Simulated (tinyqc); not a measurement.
Plane-wave Kohn-Sham cycle with exchange-only LDA in a layered model solid, step by step. One step of it, computed by the program tinyqc.

Task: Iteration 1: potential. V_H(G) = 4 pi rho(G)/G^2 for G != 0 (uniform background); v_x = -(3 rho/pi)^(1/3); V = V_ext + V_H + v_x; Fourier components f(G_m) = (1/N) sum_j f(x_j) exp(-i G_m x_j).

A solid whose potential varies along x alone (atomic units):
```
parameter                      value
period a                   15.100000
cross-section of the cell  14.000000
electrons per cell                 2
grid points                       16
plane waves -n..n, n               3
k points                           1
V1 in V1 cos(2 pi x/a)     -0.190000
```

density at the start, on the grid x_j = j a/N (e/bohr^3): 0.00946074  0.00946074  0.00946074  0.00946074  0.00946074  0.00946074  0.00946074  0.00946074  0.00946074  0.00946074  0.00946074  0.00946074  0.00946074  0.00946074  0.00946074  0.00946074

Give: Potentials on the grid; V(G_m), m = 0, 1, 2, ....

Result:

Potentials on the grid (hartree):
```
x          V_ext     V_H      v_x        V
0.0000   -0.1900  0.0000  -0.2083  -0.3983
0.9437   -0.1755  0.0000  -0.2083  -0.3838
1.8875   -0.1344  0.0000  -0.2083  -0.3426
2.8312   -0.0727  0.0000  -0.2083  -0.2810
3.7750         0  0.0000  -0.2083  -0.2083
4.7188    0.0727  0.0000  -0.2083  -0.1356
5.6625    0.1344  0.0000  -0.2083  -0.0739
6.6063    0.1755  0.0000  -0.2083  -0.0327
7.5500    0.1900  0.0000  -0.2083  -0.0183
8.4938    0.1755  0.0000  -0.2083  -0.0327
9.4375    0.1344  0.0000  -0.2083  -0.0739
10.3812   0.0727  0.0000  -0.2083  -0.1356
11.3250        0  0.0000  -0.2083  -0.2083
12.2688  -0.0727  0.0000  -0.2083  -0.2810
13.2125  -0.1344  0.0000  -0.2083  -0.3426
14.1562  -0.1755  0.0000  -0.2083  -0.3838
```

V(G_m), m = 0, 1, 2, ... (hartree): -0.2083  -0.0950  0.0000  0.0000  0.0000  0.0000  0.0000
